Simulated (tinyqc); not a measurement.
# Pull-up strength from the switching point

Inverse problem. Transistor (EKV form, voltages against the body): I = 2 n b Vt^2 [F(vp - Vs) - F(vp - Vd)] from drain to source, F(v) = ln^2(1 + exp(v/(2 Vt))), vp = (Vg - VT + sg |Vd - Vs|)/n. n-channel bodies are at 0; for the p-channel device all voltages are counted down from Vdd. b in uA/V^2 gives I in uA. In an inverter In(Vg = Vd = VM) equals Ip at the switching point VM. Find bp and the current there.

Values chosen for this exercise: temperature T = 400 K; supply voltage Vdd = 1.2 V; slope factor n = 1.3; drain-induced barrier lowering sg = 0.045; n-channel threshold VTn = 0.36 V; p-channel threshold (magnitude) VTp = 0.31 V; gain factor of the pull-down transistor bn = 650 uA/V^2.

Constants: q = 1.602176634e-19 C, kB = 1.380649e-23 J/K, Vt = kB T/q. Results are converted to the units shown.

VM = 0.572245810 V

Answer. Ip is proportional to bp, so bp is In(VM) over the p-channel current for unit b.

bp = 320 uA/V^2
current at VM = 14.9 uA

Computed by the program tinyqc: `OMP_NUM_THREADS=1 python tinyqc.py 2340075 2340076 out.jsonl`, one thread of a shared Intel Xeon 2.30GHz, about 0.03 s for the whole run.
